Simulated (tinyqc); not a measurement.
Hueckel theory of the pi electrons with the omega technique, for the molecule C=CC=CC=CC=C (SMILES; centres numbered as the heavy atoms are written), step by step. Computed by tinyqc, a small Python program that keeps every step. Settings: charge = 0, omega = 1.0, damping = 0. Command: `OMP_NUM_THREADS=1 python tinyqc.py 26155 26156 out.jsonl` (the two numbers bound the seeds that draw the settings). One thread of a shared host (Intel(R) Xeon(R) Processor @ 2.60GHz), about 0.01 s of CPU time with the checks.

## The Hueckel matrix

Centres:
```
centre  z_r, pi electrons of the neutral centre       h
1C                                            1  0.0000
2C                                            1  0.0000
3C                                            1  0.0000
4C                                            1  0.0000
5C                                            1  0.0000
6C                                            1  0.0000
7C                                            1  0.0000
8C                                            1  0.0000
```

Bonds:
```
i  j  k
1  2  1
2  3  1
3  4  1
4  5  1
5  6  1
6  7  1
7  8  1
```

H_rr = alpha + h_r beta, H_rs = k_rs beta for bonded centres.

Hueckel matrix in units of beta (H = alpha + beta A), lower triangle:
```
        1C      2C      3C      4C      5C      6C      7C      8C
1C  0.0000
2C  1.0000  0.0000
3C  0.0000  1.0000  0.0000
4C  0.0000  0.0000  1.0000  0.0000
5C  0.0000  0.0000  0.0000  1.0000  0.0000
6C  0.0000  0.0000  0.0000  0.0000  1.0000  0.0000
7C  0.0000  0.0000  0.0000  0.0000  0.0000  1.0000  0.0000
8C  0.0000  0.0000  0.0000  0.0000  0.0000  0.0000  1.0000  0.0000
```

## Orbitals, round 1

pi electrons, sum of z_r less the charge = 8

Diagonalise; E = alpha + x beta with beta < 0, so the largest x are filled first; degenerate levels share their electrons. P = sum n_i c_ri c_si; each orbital has its largest coefficient positive (the first on a tie).

x values: 1.8794  1.5321  1.0000  0.3473  -0.3473  -1.0000  -1.5321  -1.8794

occupations: 2.0000  2.0000  2.0000  2.0000  0.0000  0.0000  0.0000  0.0000

coefficients:
```
       MO1      MO2      MO3      MO4      MO5      MO6      MO7      MO8
1C  0.1612   0.3030   0.4082   0.4642   0.4642   0.4082  -0.3030  -0.1612
2C  0.3030   0.4642   0.4082   0.1612  -0.1612  -0.4082   0.4642   0.3030
3C  0.4082   0.4082   0.0000  -0.4082  -0.4082   0.0000  -0.4082  -0.4082
4C  0.4642   0.1612  -0.4082  -0.3030   0.3030   0.4082   0.1612   0.4642
5C  0.4642  -0.1612  -0.4082   0.3030   0.3030  -0.4082   0.1612  -0.4642
6C  0.4082  -0.4082   0.0000   0.4082  -0.4082   0.0000  -0.4082   0.4082
7C  0.3030  -0.4642   0.4082  -0.1612  -0.1612   0.4082   0.4642  -0.3030
8C  0.1612  -0.3030   0.4082  -0.4642   0.4642  -0.4082  -0.3030   0.1612
```

charge and bond-order matrix P, lower triangle:
```
         1C       2C       3C       4C       5C      6C      7C      8C
1C   1.0000
2C   0.8621   1.0000
3C   0.0000   0.4948   1.0000
4C  -0.3673   0.0000   0.7581   1.0000
5C   0.0000  -0.1040   0.0000   0.5288   1.0000
6C   0.2633   0.0000  -0.3333   0.0000   0.7581  1.0000
7C   0.0000   0.0339   0.0000  -0.1040   0.0000  0.4948  1.0000
8C  -0.2294   0.0000   0.2633   0.0000  -0.3673  0.0000  0.8621  1.0000
```

## Omega technique, round 1

h_r = h_r(0) + omega q_r, omega = 1, with q_r = z_r - P_rr.

matrix after round 1, lower triangle:
```
        1C      2C      3C      4C      5C      6C      7C      8C
1C  0.0000
2C  1.0000  0.0000
3C  0.0000  1.0000  0.0000
4C  0.0000  0.0000  1.0000  0.0000
5C  0.0000  0.0000  0.0000  1.0000  0.0000
6C  0.0000  0.0000  0.0000  0.0000  1.0000  0.0000
7C  0.0000  0.0000  0.0000  0.0000  0.0000  1.0000  0.0000
8C  0.0000  0.0000  0.0000  0.0000  0.0000  0.0000  1.0000  0.0000
```

## Convergence

Each round sets h_r = h_r(0) + omega (z_r - P_rr), keeping the share named as damping of the old diagonal; repeat until output and input diagonals agree to 1e-6.

Rounds:
```
round  sum n x  largest |h(out) - h(in)|
1       9.5175                  1.11e-15
```

Converged in 1 rounds.

## Energy, charges, bond orders

E = sum n x; q_r = z_r - P_rr; bond order p = P_rs; free valence = sqrt(3) - sum of p over the bonds of the atom.

pi energy = 8 alpha + this times beta = 9.5175

pi charges: 1C 0.0000, 2C 0.0000, 3C 0.0000, 4C 0.0000, 5C 0.0000, 6C 0.0000, 7C 0.0000, 8C 0.0000

Bond orders and lengths from R = 1.517 - 0.180 p (angstrom, C-C alone):
```
bond       p       R
1-2   0.8621  1.3618
2-3   0.4948  1.4279
3-4   0.7581  1.3805
4-5   0.5288  1.4218
5-6   0.7581  1.3805
6-7   0.4948  1.4279
7-8   0.8621  1.3618
```

free valence of the carbons: 1C 0.8700, 2C 0.3751, 3C 0.4791, 4C 0.4452, 5C 0.4452, 6C 0.4791, 7C 0.3751, 8C 0.8700

gap between the highest filled and the next level = 0.6946 |beta|
